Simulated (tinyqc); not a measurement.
Ways to converge the cycle: SCF convergence aids in the 3-21g basis, for H2, spin multiplicity 1. Computed by the program tinyqc with PySCF. RHF with one setting changed at a time; a run stops when the energy changes by less than 1e-09 hartree and the error matrix is below 1e-5. The start is the core Hamiltonian. Damping d keeps d of the old density; a shift (hartree) raises the virtual levels; DIIS n extrapolates F over n matrices.

Geometry (angstrom):
```
atom,x,y,z
H,0.0000,0.0000,0.0000
H,0.0000,0.0000,1.1720
```

lowest restricted solution found by these runs and by PySCF = -1.057530 hartree

Largest element of the error matrix X^T (FDS - SDF) X:
```
iteration,plain,damping 0.3,damping 0.6,shift 0.4,DIIS 3,DIIS 8
1,1.2e-01,1.2e-01,1.2e-01,1.2e-01,1.2e-01,1.2e-01
2,1.9e-02,5.0e-02,8.2e-02,4.0e-02,1.9e-02,1.9e-02
3,3.0e-03,2.1e-02,5.4e-02,1.3e-02,1.2e-05,1.2e-05
4,4.6e-04,8.4e-03,3.6e-02,4.1e-03,4.8e-06,4.8e-06
5,7.1e-05,3.4e-03,2.4e-02,1.3e-03,-,-
6,1.1e-05,1.4e-03,1.6e-02,4.2e-04,-,-
8,-,2.3e-04,6.9e-03,4.3e-05,-,-
10,-,3.9e-05,3.0e-03,4.5e-06,-,-
14,-,1.1e-06,5.8e-04,-,-,-
20,-,-,4.9e-05,-,-,-
30,-,-,7.9e-07,-,-,-
```

How each run ends:
```
run,iterations,E (hartree),state
plain,7,-1.05753,lowest found
damping 0.3,16,-1.05753,lowest found
damping 0.6,34,-1.05753,lowest found
shift 0.4,10,-1.05753,lowest found
DIIS 3,4,-1.05753,lowest found
DIIS 8,4,-1.05753,lowest found
```

What does the comparison show, and why?

6 of 6 runs reach the lowest restricted solution found, in 4 to 34 iterations (fastest: DIIS 3, DIIS 8). Plain steps already contract here, so damping only slows them. DIIS 3 and DIIS 8 gain by cancelling the error over several earlier matrices, much as a quasi-Newton step does.
